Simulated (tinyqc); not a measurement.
## Avrami exponent and activation energy from three anneals

Inverse problem. Isothermal crystallisation follows X = 1 - exp(-(k t)^n) with k proportional to exp(-Ec q/(kB T)). Find n, k at both temperatures and Ec.

Constants: q = 1.602176634e-19 C, kB = 1.380649e-23 J/K. Results are converted to the units shown.

X at (432 K, 720 s), (432 K, 1440 s) and (452 K, 36 s): 0.30535031  0.76715689  0.46680844

Solution. -ln(1 - X) = (k t)^n: the two times give n, and the two rates give Ec.

n = 2.000
k at 432 K = 8.384e-4 1/s
k at 452 K = 0.02203 1/s
Ec = 2.750 eV

Program tinyqc, `OMP_NUM_THREADS=1 python tinyqc.py 2490021 2490022 out.jsonl`; Intel Xeon 2.30GHz, shared host, one thread, about 0.02 s.
